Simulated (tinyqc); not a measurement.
Worked calculation: thin-film optics by transfer matrices. Values are carried at full precision from step to step, so a last printed digit may differ when a step is redone from the rounded ones.

Indices N = n + i k. Snell: N0 sin(theta) = N_j sin(theta_j), with Im(N_j cos theta_j) >= 0. Admittance y_j = N_j cos theta_j for s and N_j/cos theta_j for p. Phase delta_j = 2 pi N_j cos theta_j d_j/lambda. Layer matrix [[cos delta, -i sin delta/y], [-i y sin delta, cos delta]], multiplied from the top down to M. (B, C) = M (1, y_sub); r = (y0 B - C)/(y0 B + C), R = |r|^2, T = 4 Re y0 Re y_sub/|y0 B + C|^2, absorbed in the films 1 - R - T.

Values chosen for the exercise (indices near those of SiO2 on Al; shifted at random, so the results belong to these values and not to a real crystal):
- lam = 365 nm (vacuum wavelength)
- n0 = 1 (ambient index)
- n = (1.487, 0.408) (n of SiO2, substrate)
- k = (0, 4.226) (k in the same order)
- d = (78) nm (thicknesses, top first)
- theta = 70 degrees (angle of incidence)
- pol = s (polarisation)

## Angles, admittances and phases

Form cos theta_j, y_j and delta_j.

cos theta_j: ambient 0.3420, film 1 0.7750, substrate 1.0238+0.0046i

y_j: ambient 0.3420, film 1 1.1525, substrate 0.3984+4.3283i

delta_j (rad): film 1 1.5474

## Layer matrices and their product

Form each matrix and multiply from the top down.

M:
$$\begin{pmatrix}
0.0234 & -0.8675i \\
-1.1521i & 0.0234
\end{pmatrix}$$

Each matrix has determinant 1, and so has M.

## Reflection and transmission

Close the stack on the substrate.

B, C: [3.7781-0.3456i, 0.0093-1.0509i]

r = 0.1892+0.8866i
R = 0.8219
T into the substrate = 0.1781
absorbed in the films = 0.0000

The bare substrate would reflect 0.9717.

## Ellipsometric angles

Ellipsometry: rho = tan(Psi) exp(i Delta) = -conj(r_p/r_s) with the r of the admittance formula, Delta in 0 to 360 degrees, so that a bare dielectric at small angles gives Delta = 180.

Repeat the steps for both polarisations.

r_s = 0.1892+0.8866i
r_p = 0.8050+0.4972i
Psi = 46.22 degrees
Delta = 226.25 degrees

## Checks

- R against the recursion of Airy sums from the substrate up: both 0.82194.

(tinyqc, `OMP_NUM_THREADS=1 python tinyqc.py 1682648 1682649 out.jsonl`, Intel(R) Xeon(R) Processor @ 2.30GHz, 1 thread, shared host, about 0.02 s.)
